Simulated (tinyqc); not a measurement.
Empirical pseudopotential in a few plane waves, step by step. Computed by tinyqc, a small Python program that keeps every step. Settings: plane-wave index or count = 15. Command: `OMP_NUM_THREADS=1 python tinyqc.py 21899 21900 out.jsonl` (the two numbers bound the seeds that draw the settings). One thread of a shared host (Intel(R) Xeon(R) Processor @ 2.60GHz), about 0.2 s of CPU time with the checks.

## Bloch Hamiltonian at G

Parameters chosen for this model: fcc lattice, atoms at +/- a/8 (1,1,1); form factors in rydberg at |G|^2 in units of (2 pi/a)^2:
```
parameter                 value      unit
a                      5.470000  angstrom
VS(3)                 -0.248000        Ry
VS(8)                  0.011000        Ry
VS(11)                 0.068000        Ry
VA(3)                         0        Ry
VA(4)                         0        Ry
VA(11)                        0        Ry
hbar^2/2m (2 pi/a)^2   5.026990        eV
```

k point G (2 pi / a): 0  0  0

Basis: the 15 shortest G (labels in 2 pi/a), the same at every k. H(G,G') = c |k + G|^2 delta + VS(|G-G'|^2) cos((G-G').tau) + i VA sin((G-G').tau), tau = a/8 (1,1,1); 1 Ry = 13.605693 eV.

H(k) at G (eV), lower triangle:
```
           +0+0+0     -1-1-1     -1-1+1     -1+1-1     -1+1+1     +1-1-1     +1-1+1     +1+1-1
+0+0+0   0.000000
-1-1-1   2.385928  15.080970
-1-1+1  -2.385928   0.000000  15.080970
-1+1-1  -2.385928   0.000000   0.149663  15.080970
-1+1+1  -2.385928  -0.149663   0.000000   0.000000  15.080970
+1-1-1  -2.385928   0.000000   0.149663   0.149663   0.000000  15.080970
+1-1+1  -2.385928  -0.149663   0.000000   0.000000   0.149663   0.000000  15.080970
+1+1-1  -2.385928  -0.149663   0.000000   0.000000   0.149663   0.000000   0.149663  15.080970
+1+1+1   2.385928   0.000000  -0.149663  -0.149663   0.000000  -0.149663   0.000000   0.000000
-2+0+0   0.000000  -2.385928  -2.385928  -2.385928   2.385928   0.654206  -0.654206  -0.654206
+0-2+0   0.000000  -2.385928  -2.385928   0.654206  -0.654206  -2.385928   2.385928  -0.654206
+0+0-2   0.000000  -2.385928   0.654206  -2.385928  -0.654206  -2.385928  -0.654206   2.385928
+0+0+2   0.000000  -0.654206   2.385928  -0.654206  -2.385928  -0.654206  -2.385928   0.654206
+0+2+0   0.000000  -0.654206  -0.654206   2.385928  -2.385928  -0.654206   0.654206  -2.385928
+2+0+0   0.000000  -0.654206  -0.654206  -0.654206   0.654206   2.385928  -2.385928  -2.385928

           +1+1+1     -2+0+0     +0-2+0     +0+0-2     +0+0+2     +0+2+0     +2+0+0
+1+1+1  15.080970
-2+0+0  -0.654206  20.107959
+0-2+0  -0.654206   0.149663  20.107959
+0+0-2  -0.654206   0.149663   0.149663  20.107959
+0+0+2  -2.385928  -0.149663  -0.149663   0.000000  20.107959
+0+2+0  -2.385928  -0.149663   0.000000  -0.149663   0.149663  20.107959
+2+0+0  -2.385928   0.000000  -0.149663  -0.149663   0.149663   0.149663  20.107959
```

## Levels at G

Diagonalise the Hermitian matrix.

eigenvalues (eV): -2.522690  10.911373  10.911373  10.911373  11.584849  14.931307  14.931307  14.931307  18.052647  19.808634  19.808634  24.127893  24.127893  24.127893  24.651718

## Bands along a path

The same steps at evenly spaced points between the labelled ones.

Bands along the path (eV), lowest eight:
```
k            band 1     band 2     band 3     band 4     band 5     band 6     band 7     band 8
L         -0.053270   3.271280  10.018907  10.018907  12.036358  16.015148  16.015148  19.144324
L-G 0.33  -1.163321   4.965063  10.101352  10.101352  12.252488  15.944306  15.944306  19.203268
L-G 0.67  -2.166662   7.909893  10.563261  10.563261  12.864575  15.543925  15.543925  15.853659
G         -2.522690  10.911373  10.911373  10.911373  11.584849  14.931307  14.931307  14.931307
G-X 0.33  -2.044864   7.790895   9.987068   9.987068  13.608490  14.457032  16.593204  16.593204
G-X 0.67  -0.634552   4.690573   8.942843   8.942843  12.520298  13.533636  19.790599  19.790599
X          1.631047   2.027584   8.715681   8.715681  12.202563  12.663573  23.601232  23.601232
```

With 4 band(s) filled, the highest filled level on these points lies at G and the lowest empty one at G: a gap of 0.6735 eV, direct. This holds for the small fixed basis; with all plane waves up to |k + G|^2 = 21 (2 pi/a)^2 the gap along the path is 1.19 eV.

## Convergence with the number of plane waves

Levels at G counted from the fourth one.

Levels (eV):
```
plane waves     level 1   level 5   level 8
9            -17.453996  0.000000  0.598650
15           -13.434063  0.673476  4.019933
27           -12.791447  1.320565  3.805967
51           -12.753846  1.515411  4.002328
59           -12.781829  1.543498  3.845554
65           -12.795878  1.543498  3.818830
89           -12.773480  1.533214  3.836989
```
